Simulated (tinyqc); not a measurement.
# Bandgap voltage reference from two bipolar transistors, step by step

Program tinyqc, `OMP_NUM_THREADS=1 python tinyqc.py 2062067 2062068 out.jsonl`; Intel Xeon 2.30GHz, shared host, one thread, about 0.02 s. Printed values are rounded.

Two transistors of area 1 and N carry the same current I. Is(T) = Is (T/T0)^eta exp[(Vg0 q/kB)(1/T0 - 1/T)], VBE1 = Vt ln(I/Is(T)) + I rb, VBE2 = Vt ln(I/(N Is(T))) + I rb/N. The amplifier forces I R1(T) = VBE1 - VBE2 + Vos, with R(T) = R (1 + tc (T - T0)) for both resistors, and the output is Vref = VBE1 + I R2(T). Base currents and the Early effect are neglected.

Parameters, values chosen for the exercise; values of the order met in silicon bipolar transistors:
- T0 = 298 K (reference temperature)
- Vg0 = 1.204 V (band-gap voltage extrapolated to 0 K)
- eta = 3.1 (temperature exponent of the saturation current)
- Is = 6e-17 A (saturation current of the unit transistor at T0)
- N = 8 (area ratio of the second transistor)
- R1 = 4.3 kohm (resistor across which the difference of VBE falls, at T0)
- tc = 0 ppm/K (temperature coefficient of both resistors)
- Vos = 0 mV (offset of the amplifier)
- rb = 0 ohm (series resistance of the unit transistor)
- R2 = 48.36 kohm (output resistor at T0)
- T = 398 K (temperature)

Constants: q = 1.602176634e-19 C, kB = 1.380649e-23 J/K. Results are converted to the units shown.

## Operating point at the reference temperature

Vt = kB T/q; I = (Vt ln N + Vos)/(R1(T) - rb (1 - 1/N)). Evaluate at T = T0.

Vt = 0.0256797 V
I = 12.4185 uA
Is(T) = 6e-17 A
VBE1 = 0.669105 V
I R2 = 0.600556 V
Vref = 1.26966 V

## Operating point at another temperature

Vt = kB T/q; I = (Vt ln N + Vos)/(R1(T) - rb (1 - 1/N)).

Vt = 0.0342970 V
I = 16.5857 uA
Is(T) = 1.92226e-11 A
VBE1 = 0.468770 V
I R2 = 0.802085 V
Vref = 1.27086 V

From T0 to T, VBE1 changes by -200 mV and I R2 by 202 mV, which leaves 1.19 mV in Vref.

## Resistor for zero slope at T0, ideal case

With tc = 0, Vos = 0 and rb = 0 the current is proportional to T, dVBE/dT = (VBE - Vg0 - (eta - 1) Vt)/T, and Vref has zero slope at T0 when Vref = Vg0 + (eta - 1) Vt0. Find VBE1, its slope, that Vref, R2/R1 and the curvature d2Vref/dT2 = -(eta - 1) kB/(q T0).

VBE1 = 0.669105 V
dVBE/dT = -1.97591 mV/K
Vref = 1.25793 V
R2/R1 = 11.0268
curvature = -0.607262 uV/K^2
